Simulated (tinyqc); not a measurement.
Inside a calculation. Model: square-lattice Ising model by mean field, Bethe lattice, transfer matrix, exact enumeration and Monte Carlo steps. Computed by tinyqc, a small Python program that keeps every step. Command: `OMP_NUM_THREADS=1 python tinyqc.py 3017701 3017702 out.jsonl ising walk`. One thread of a shared host (Intel(R) Xeon(R) Processor @ 2.30GHz), about 0.04 s of CPU time with the checks. Intermediate numbers are printed to about 6 digits and carried at full precision; extremes and crossings named in words are read from the listed rows.

H = -J sum over nearest pairs s_i s_j, s = +-1, no field, periodic boundaries; energies per site are in J. As a lattice gas or an alloy, s marks which species holds the site.

Inputs (values chosen for the exercise, for a model lattice): coupling J = 51.3 meV; temperature T = 1140 K; strip width w = 2; factor on the grid 1.5, 1.85, 2.1, 2.45, 2.65, 3.1, 3.6, 4.4 of k_B T/J = 1.01.

Enumerated cell: 3 x 5. Monte Carlo rule: Metropolis.

Constants: k_B = 8.617333262e-05 eV/K.

## Reduced coupling

K = J/(k_B T). Onsager: k_B T_c/J = 2/ln(1 + sqrt 2); mean field: 4; Bethe lattice with z = 4: 2/ln 2.

K = 0.522203

critical temperatures (K): exact 1350.87, Bethe 1717.71, mean field 2381.25

T lies below all three.

## Three theories of the infinite lattice

K = J/(k_B T). Mean field: m = tanh(4 K m), u = -2 m^2. Bethe: cavity field h = 3 artanh(tanh K tanh h), m = tanh(4h/3), u = -2 (tanh K + tanh^2 h)/(1 + tanh K tanh^2 h). Exact: m = [1 - sinh(2K)^(-4)]^(1/8) below T_c; u = -coth(2K) [1 + (2/pi)(2 tanh^2(2K) - 1) K1(k)], k = 2 sinh(2K)/cosh^2(2K), K1 the complete elliptic integral of the first kind. The largest root is taken.

m, mean field = 0.965141

u, mean field = -1.86299

cavity field h = 1.33198

m, Bethe = 0.944260

u, Bethe = -1.81389

m, exact = 0.934909

u, exact = -1.80092

Against the exact energy mean field misses by -0.062 J and Bethe by -0.013 J.

## Transfer matrix

Strip of w sites, periodic across (for w = 2 the pair is joined by two bonds): T(s, s') = exp(K [sum_i s_i s'_i + (r(s) + r(s'))/2]), r(s) = sum_i s_i s_(i+1).

T, rows ++, +-, -+, --:
$$\begin{pmatrix}
8.07533 & 1.00000 & 1.00000 & 1.00000 \\
1.00000 & 1.00000 & 0.12383 & 1.00000 \\
1.00000 & 0.12383 & 1.00000 & 1.00000 \\
1.00000 & 1.00000 & 1.00000 & 8.07533
\end{pmatrix}$$

## Free energy and correlation length of the strip

With the eigenvalues l1 > l2: -f/(k_B T) = ln(l1)/w per site; xi = 1/ln(l1/l2) rows.

three largest eigenvalues: [9.55004, 7.07533, 0.87617]

-f/(k_B T) = 1.12827

correlation length xi = 3.33410

xi/w = 1.667; for wide strips at T_c this ratio tends to 4/pi = 1.273, and T lies below T_c, where xi grows exponentially with w.

## Exact averages on the small cell

States of the 3 x 5 cell:
```
E (J)  |M|  count
-30     15      2
-22     13     30
-18      3     10
-18      9     10
-18     11     60
-14      1     60
-14      5     60
-14      7     90
-14      9    150
-14     11    150
-10      1    180
-10      3    330
-10      5    276
-10      7    390
-10      9    450
-6       1   1020
-6       3   1030
-6       5   1260
-6       7   1140
-6       9    300
-2       1   3150
-2       3   2850
-2       5   2220
-2       7    870
2        1   4170
2        3   3480
2        5   1590
2        7    240
6        1   2940
6        3   1590
6        5    540
10       1   1020
10       3    660
10       5     60
14       1    330
14       3     60
```

Weights count x exp(-K E); N = 15; u = <E>/N, c = K^2 (<E^2> - <E>^2)/N in k_B, Binder U = 1 - <M^4>/(3 <M^2>^2).

ln Z / N = 1.11307

u, cell = -1.78788

heat capacity c, cell = 0.559726

<|m|>, cell = 0.922581

Binder cumulant U = 0.643912

The cell energy lies +0.013 J from the infinite lattice: deep in the ordered phase the correlation length is short and the cell is nearly exact.

## The methods across T_c

The grid values of k_B T/J times the given factor are rounded to 3 figures before use.

Order and energy:
```
k_B T/J    T (K)  m mean field   m Bethe   m exact  <|m|> cell   u Bethe   u exact    u cell    U cell
1.52      904.87      0.989090  0.985765  0.985302    0.981761  -1.94785  -1.94705  -1.94247  0.662331
1.87     1113.23      0.968794  0.951352  0.944572    0.932394  -1.83548  -1.82574  -1.81220  0.647247
2.12     1262.06      0.945024  0.900452  0.856930    0.868043  -1.68922  -1.64220  -1.65732  0.623623
2.47     1470.42      0.895842  0.755031  0.000000    0.752045  -1.35244  -1.13285  -1.39321  0.569959
2.68     1595.44      0.855746  0.576821  0.000000    0.682229  -1.05246  -0.97565  -1.23837  0.529342
3.13     1863.33      0.734755  0.000000  0.000000    0.559396  -0.61809  -0.76870  -0.96733  0.437579
3.64     2166.93      0.500615  0.000000  0.000000    0.467725  -0.53603  -0.62733  -0.76091  0.347717
4.44     2643.18      0.000000  0.000000  0.000000    0.386864  -0.44299  -0.49148  -0.56861  0.252222
```

At k_B T/J = 1.52 all values of m agree within 0.008. At 2.47 the exact m is 0 while Bethe gives 0.76, mean field 0.90 and the cell 0.75: neglect of fluctuations raises T_c, and a finite cell rounds the transition. U falls from 0.662 (2/3 when ordered) to 0.252 (0 for a large disordered system).

## Metropolis steps

start configuration, 5 x 5, rows and columns numbered from 1:
$$\begin{pmatrix}
1 & 1 & 1 & -1 & 1 \\
-1 & 1 & -1 & 1 & 1 \\
-1 & 1 & -1 & 1 & 1 \\
1 & 1 & 1 & 1 & 1 \\
1 & 1 & 1 & 1 & 1
\end{pmatrix}$$

Random draws:
```
step  row  column       u
1       2       4  0.4145
2       1       2  0.5321
3       2       3  0.3309
4       1       1  0.6671
5       3       3  0.0289
6       5       3  0.7230
7       5       4  0.2522
8       1       5  0.9182
9       4       2  0.9397
10      5       3  0.9927
11      3       3  0.5717
12      5       2  0.3216
13      5       1  0.9874
14      2       5  0.2705
```

h is the sum of the four neighbours. dE = 2 J s h; flip if u < p = min(1, exp(-2 K s h)).

Steps:
```
step  s before  h        p  s after
1            1  0  1.00000       -1
2            1  4  0.01533        1
3           -1  0  1.00000        1
4            1  2  0.12383        1
5           -1  4  1.00000        1
6            1  4  0.01533        1
7            1  2  0.12383        1
8            1  2  0.12383        1
9            1  4  0.01533        1
10           1  4  0.01533        1
11           1  4  0.01533        1
12           1  4  0.01533        1
13           1  4  0.01533        1
14           1  0  1.00000       -1
```

configuration after the steps:
$$\begin{pmatrix}
1 & 1 & 1 & -1 & 1 \\
-1 & 1 & 1 & -1 & -1 \\
-1 & 1 & 1 & 1 & 1 \\
1 & 1 & 1 & 1 & 1 \\
1 & 1 & 1 & 1 & 1
\end{pmatrix}$$

4 of the 14 steps changed a spin; the sum of spins went by less than the digits shown, at 15.

Checks made by the program: ln Z of the cell against the trace of a power of the transfer matrix (relative difference below 1e-10).
